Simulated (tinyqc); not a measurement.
Doping from resistivity.

Inverse problem. A uniform, uncompensated and fully ionised sample has rho = 1/(q N mu), mu = m1 + (m2 (T/300 K)^(-bt) - m1)/(1 + (N/Nr)^am). Find N, mu and the diffusion coefficient mu Vt.

Inputs (values chosen for the exercise): temperature T = 400 K; mobility limit at high doping m1 = 71.2 cm^2/(V s); mobility limit at low doping, at 300 K m2 = 1400 cm^2/(V s); reference doping of the mobility law Nr = 9.03e16 cm^-3; exponent of the mobility law am = 0.724; temperature exponent of m2 bt = 2.2.

Constants: q = 1.602176634e-19 C, kB = 1.380649e-23 J/K, Vt = kB T/q. Results are converted to the units shown.

resistivity = 0.0080130839 ohm cm

Solution. With am below 1 the product N mu rises steadily with N, so one doping matches; it is found by iterating N = 1/(q rho mu(N)).

N = 8.100e18 cm^-3
mu = 96.16 cm^2/(V s)
diffusion coefficient = 3.315 cm^2/s

Computed by the program tinyqc: `OMP_NUM_THREADS=1 python tinyqc.py 2110131 2110132 out.jsonl`, one thread of a shared Intel Xeon 2.30GHz, about 0.01 s for the whole run.
